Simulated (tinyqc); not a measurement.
Isotherms: adsorption as a lattice gas: isotherms with interactions, competition, desorption peaks and saturation dose. Computed by tinyqc, a small Python program. Command: `OMP_NUM_THREADS=1 python tinyqc.py 3028148 3028149 out.jsonl adsorb walk`. One thread of a shared host (Intel(R) Xeon(R) Processor @ 2.30GHz), about 0.1 s of CPU time with the checks.

One adsorbate per site; a molecule needs 1 empty site. Gas and surface have the same temperature.

Inputs (values chosen for the exercise, for a model surface):

| quantity | value | unit |
|---|---|---|
| desorption energy E | 1.52 | eV |
| prefactor nu | 3.7e+13 | 1/s |
| pair energy w (positive repels) | 0.011 | eV |
| neighbours z | 4 | - |
| site density N_s | 12 | 1/nm^2 |
| molecular mass M | 137 | u |
| sticking coefficient s0 | 0.0027 | - |
| temperature T | 506 | K |
| pressure p | 0.002 | Pa |
| blocking by a second gas, K_B p_B | 16 | - |

Adsorption: molecular (first order).

Constants: u = 1.6605390666e-27 kg; k_B = 1.380649e-23 J/K; k_B = 8.617333262e-05 eV/K.

Method. Flux F = p/sqrt(2 pi M k_B T); k_d = nu exp(-E/(k_B T)); s0 F (1 - theta) = N_s k_d theta, so y = s0 F/(N_s k_d), theta = y/(1 + y). With a second gas on the same sites theta = y/(1 + y + K_B p_B). With u = w/(k_B T). Mean field: theta/(1 - theta) = y exp(-z u theta). Quasi-chemical: theta/(1 - theta) = y [(r - 1 + 2 theta)(1 - theta)/((r + 1 - 2 theta) theta)]^(-z/2) exp(-z u/2), r = sqrt(1 - 4 theta (1 - theta)(1 - exp(-u))).

u = 0.252272

Coverage; the first column is ln y - z u/2:

| ln y - z u/2 | no interaction | mean field | quasi-chemical |
|---|---|---|---|
| -5.0 | 0.01104 | 0.01092 | 0.01093 |
| -3.0 | 0.07618 | 0.07127 | 0.07170 |
| -2.0 | 0.18310 | 0.16016 | 0.16152 |
| -1.0 | 0.37861 | 0.30857 | 0.31043 |
| -0.5 | 0.50114 | 0.40123 | 0.40243 |
| 0.0 | 0.62353 | 0.50000 | 0.50000 |
| 0.5 | 0.73195 | 0.59877 | 0.59757 |
| 1.0 | 0.81825 | 0.69143 | 0.68957 |
| 2.0 | 0.92446 | 0.83984 | 0.83848 |
| 3.0 | 0.97082 | 0.92873 | 0.92830 |
| 5.0 | 0.99595 | 0.98908 | 0.98907 |

At half coverage the slope d theta/d ln y is 1/4 without interaction, 1/(4 + z u) = 0.200 in mean field and 0.197 in the pair theory, 1/[4 + 2 z (exp(u/2) - 1)]. Repulsion spreads the filling over a wider range of pressure; the two theories differ by at most 0.0019 in these rows.
